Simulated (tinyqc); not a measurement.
## Four-point probe at the centre of a round wafer

Four collinear probes with spacing s at the centre of a thin disc of diameter d with an insulating edge: Rs = C V/I, C = pi/{ln 2 + ln[((d/s)^2 + 3)/((d/s)^2 - 3)]}; C tends to pi/ln 2 = 4.5324. x = d/s.

Values chosen for this exercise: sheet density of the layer ns = 2.8e13 cm^-2; drift mobility mu = 130 cm^2/(V s); current I = 1000 uA.

Constants: q = 1.602176634e-19 C. Results are converted to the units shown.

Results:

| x | C | C over its limit | V for Rs = 1/(q ns mu) (mV) |
|---|---|---|---|
| 3 | 2.266 | 0.5000 | 756.6 |
| 3.5 | 2.633 | 0.5810 | 651.2 |
| 4 | 2.929 | 0.6462 | 585.5 |
| 5 | 3.362 | 0.7419 | 510.0 |
| 7.5 | 3.927 | 0.8665 | 436.6 |
| 10 | 4.171 | 0.9203 | 411.1 |
| 15 | 4.364 | 0.9630 | 392.9 |
| 40 | 4.508 | 0.9946 | 380.4 |
| 100 | 4.528 | 0.9991 | 378.7 |

Estimate the missing row, x = 20.

Computed row:

| x | C | C over its limit | V for Rs = 1/(q ns mu) (mV) |
|---|---|---|---|
| 20 | 4.436 | 0.9788 | 386.5 |

With this row back in the table: C rises from 2.266 to 4.528. Using 4.5324 overstates Rs by 100 % in the first row and by under 1 % from d/s = 40 on among the rows.

Computed by the program tinyqc: `OMP_NUM_THREADS=1 python tinyqc.py 2850143 2850144 out.jsonl`, one thread of a shared Intel Xeon 2.30GHz, about 0.01 s for the whole run.
